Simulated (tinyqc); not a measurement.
Mass and g factor above the band edge: five-level k.p model folded onto the conduction band.

Second-order sums for the lowest conduction level at E: 1/m = 1 + Cm + (Ep/3)(2/E + 1/(E + Dso)) - (Ep2/3)(2/(E7 + D2 - E) + 1/(E7 - E)); g/2 = 1 + Cg - (Ep/3)(1/E - 1/(E + Dso)) - (Ep2/3)(1/(E7 - E) - 1/(E7 + D2 - E)). E is counted from the top of the valence band; E = Eg at the edge.

Parameters, chosen for this exercise (near those of InSb; not measured data):
- Eg = 0.224 eV (gap at Gamma to the s-like level)
- Dso = 0.764 eV (spin-orbit splitting)
- Ep = 22.7 eV (Kane energy)
- E7 = 3.08 eV (upper Gamma7 conduction level, from the valence top)
- D2 = 0.32 eV (its spin-orbit splitting, Gamma8 above Gamma7)
- Ep2 = 1.1 eV (Kane energy to the upper levels)
- Cm = -2 (remote term in 1/m)
- Cg = 0 (remote term in g/2)

The sums are evaluated at E = Eg + dE, as is done for confined or hot electrons.

Results:

| dE (meV) | m(E) | g(E) | m(E)/m(Eg) | 1 + dE/Eg |
|---|---|---|---|---|
| 0 | 0.0135 | -50.268 | 1.0000 | 1.0000 |
| 5 | 0.0138 | -48.870 | 1.0209 | 1.0223 |
| 13 | 0.0143 | -46.762 | 1.0543 | 1.0580 |
| 27 | 0.0151 | -43.409 | 1.1126 | 1.1205 |
| 40 | 0.0158 | -40.629 | 1.1664 | 1.1786 |
| 54 | 0.0166 | -37.940 | 1.2242 | 1.2411 |
| 81 | 0.0181 | -33.488 | 1.3350 | 1.3616 |

Over 81 meV the mass grows by 33.5 %, against 36.2 % for two levels alone, and g moves from -50.268 to -33.488, towards the free value 2.

Run: tinyqc, `OMP_NUM_THREADS=1 python tinyqc.py 1050906 1050907 out.jsonl`; Intel(R) Xeon(R) Processor @ 2.30GHz, one thread, shared host; about 0.01 s of CPU time with all checks.
